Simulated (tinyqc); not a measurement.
Composition profile: interdiffusion in a binary couple: Darken equations, Kirkendall shift and Boltzmann-Matano analysis. Computed by tinyqc, a small Python program. Command: `OMP_NUM_THREADS=1 python tinyqc.py 3024724 3024725 out.jsonl darken walk`. One thread of a shared host (Intel(R) Xeon(R) Processor @ 2.30GHz), about 0.06 s of CPU time with the checks.

x is the mole fraction of B; the molar volume is constant, and the two halves are long enough to count as infinite.

Inputs (values chosen for the exercise, for a model alloy A-B):

| quantity | value | unit |
|---|---|---|
| tracer diffusivity D*_A(0) | 8.1e-14 | m^2/s |
| tracer diffusivity D*_B(0) | 2.1e-14 | m^2/s |
| slope k of ln D* with x | -0.41 | - |
| regular-solution parameter W | -0.11 | eV |
| temperature T | 998 | K |
| left composition x_L | 0.11 | - |
| right composition x_R | 0.59 | - |
| time t | 1e+06 | s |

Vacancy-wind correction: none.

Constants: k_B = 8.617333262e-05 eV/K.

Method:
- D*_i(x) = D*_i(0) exp(k x); thermodynamic factor Phi = 1 - 2 W x (1 - x)/(k_B T); intrinsic D_i = D*_i Phi; interdiffusion D~ = x D_A + (1 - x) D_B.
- With lambda = z/sqrt(t), the profile solves d/dlambda (D~ dx/dlambda) + (lambda/2) dx/dlambda = 0 with x = x_L and x_R far to the left and right; z = 0 is the original interface. It is solved as a boundary-value problem in y = lambda/sqrt(D~ at the mean composition) on -12 < y < 12 (collocation, tolerance 1e-8).
- The last column is the error-function profile for a constant D~ taken at the mean composition.

D~ at the mean composition = 5.7561e-14 m^2/s

Profile at time t:

| y | z (um) | x | dx/dz (1/um) | x for constant D~ |
|---|---|---|---|---|
| -3.0 | -719.75 | 0.11249 | 2.9820e-05 | 0.11813 |
| -2.0 | -479.84 | 0.13797 | 2.2623e-04 | 0.14775 |
| -1.5 | -359.88 | 0.17526 | 3.9550e-04 | 0.17932 |
| -1.0 | -239.92 | 0.23117 | 5.2443e-04 | 0.22508 |
| -0.5 | -119.96 | 0.29771 | 5.7117e-04 | 0.28368 |
| 0.0 | 0.00 | 0.36536 | 5.4696e-04 | 0.35000 |
| 0.5 | 119.96 | 0.42714 | 4.7752e-04 | 0.41632 |
| 1.0 | 239.92 | 0.47900 | 3.8494e-04 | 0.47492 |
| 1.5 | 359.88 | 0.51927 | 2.8663e-04 | 0.52068 |
| 2.0 | 479.84 | 0.54810 | 1.9628e-04 | 0.55225 |
| 3.0 | 719.75 | 0.57842 | 7.0177e-05 | 0.58187 |

What does the comparison show, and why?

At the original interface x = 0.3654, against the mean 0.3500. D~ is 2.17 times as large at x_R as at x_L, so the profile is flatter and reaches further on the right.
